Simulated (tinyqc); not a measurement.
Correction of a charged-defect supercell by a model charge and potential alignment (plane-averaged potentials). Inputs raised by 5 %, one at a time. Computed by tinyqc, a small Python program. Command: `OMP_NUM_THREADS=1 python tinyqc.py 3110943 3110944 out.jsonl align sens`. One thread of a shared host (Intel(R) Xeon(R) Processor @ 2.30GHz), about 0.03 s of CPU time with the checks.

The "true" defect charge is (1 - x) q in a Gaussian of width sigma plus x q in one of width sigma_t, so the exact answer is known; the correction sees only a single model Gaussian of width sigma_m. A Gaussian of width s has the transform rho(G) = exp(-G^2 s^2/2), normalised to 1. A uniform background cancels q, so G = 0 is left out. Potentials are those felt by a unit positive charge. E_0 is the formation energy of the isolated defect, E_cell its value in the supercell, E_lat = E_iso - E_per of the model charge, C the true less the model potential far from the defect; the exact correction is E_0 - E_cell, and the error of a scheme is E_cell plus its correction less E_0.

Inputs (values chosen for the exercise, with screening close to that of GaAs):
```
quantity,value,unit
defect charge q,2,e
dielectric constant eps,12.5,-
edge of the cubic cell L,11.7,angstrom
width sigma of the true defect charge,1.2,angstrom
width sigma_m of the model charge,1.1,angstrom
share x of the charge in a wide tail,0.2,-
width sigma_t of the tail,2.3,angstrom
formation energy of the isolated defect E_0,5.45,eV
```

Constants: e^2/(4 pi eps_0) = 14.39964548 eV angstrom.

Method:
- Periodic energy E_per = (2 pi q^2/(eps L^3)) (e^2/(4 pi eps_0)) sum_(G != 0) rho(G)^2/G^2, G = (2 pi/L)(n1, n2, n3), |n_i| <= 16. Isolated energy: two Gaussians of charges q_a, q_b and widths a, b interact by q_a q_b (e^2/(4 pi eps_0 eps)) sqrt(2/pi)/sqrt(a^2 + b^2), and the self-energy is half the sum over pairs.
- Supercell value E_cell = E_0 + E_per - E_iso for the true charge.
- E_lat = E_iso - E_per for the model charge; point-charge value alpha q^2 e^2/(4 pi eps_0 eps 2 L) with alpha = 2.837297.
- Plane-averaged potential at distance z from the defect: V(z) = (4 pi q/(eps L^3)) (e^2/(4 pi eps_0 e)) sum_(m != 0) rho(G_m) cos(G_m z)/G_m^2, G_m = 2 pi m/L, |m| <= 40.
- C = difference at z = L/2; E_corr = E_cell + E_lat - q C. For charges that have died out at L/2, C = (2 pi q/(eps L^3)) (e^2/(4 pi eps_0 e)) (<s^2> - sigma_m^2), <s^2> = (1 - x) sigma^2 + x sigma_t^2.

Runs:
```
input moved,from,to,exact correction (eV),E_lat (eV),alignment C (V),error with the point-charge term alone (meV)
base run,-,-,0.51878,0.53684,0.0086979,39.932
dielectric constant eps,12.5,13.125,0.49408,0.51128,0.0082837,38.031
edge of the cubic cell L (angstrom),11.7,12.285,0.49761,0.51322,0.0076019,34.502
width sigma of the true defect charge (angstrom),1.2,1.26,0.51665,0.53684,0.0097650,42.066
width sigma_m of the model charge (angstrom),1.1,1.155,0.51878,0.53460,0.0075769,39.932
width sigma_t of the tail (angstrom),2.3,2.415,0.51684,0.53684,0.0094991,41.876
share x of the charge in a wide tail,0.2,0.21,0.51809,0.53684,0.0090288,40.626
```

Exponents ln(y'/y) / ln(x'/x):
```
input,exact correction,E_lat,alignment C,error with the point-charge term alone
dielectric constant eps,-1.000,-1.000,-1.000,-1.000
edge of the cubic cell L,-0.854,-0.923,-2.760,-2.996
width sigma of the true defect charge,-0.084,0.000,2.372,1.067
width sigma_m of the model charge,0.000,-0.086,-2.828,0.000
width sigma_t of the tail,-0.077,0.000,1.806,0.974
share x of the charge in a wide tail,-0.027,0.000,0.765,0.353
```

Which inputs matter most for each result?

Among the inputs moved here: exact correction answers most in size to dielectric constant eps (exponent -1.000), next to edge of the cubic cell L (-0.854); its exponent is below 0.0005 for width sigma_m of the model charge. Its exponent -1.000 in dielectric constant eps: all terms are screened alike. E_lat answers most in size to dielectric constant eps (exponent -1.000), next to edge of the cubic cell L (-0.923); its exponent is below 0.0005 for width sigma of the true defect charge, width sigma_t of the tail, share x of the charge in a wide tail. Alignment C answers most in size to width sigma_m of the model charge (exponent -2.828), next to edge of the cubic cell L (-2.760). Error with the point-charge term alone answers most in size to edge of the cubic cell L (exponent -2.996), next to width sigma of the true defect charge (+1.067); its exponent is below 0.0005 for width sigma_m of the model charge. Its exponent -2.996 in edge of the cubic cell L: the next term after the point charge.
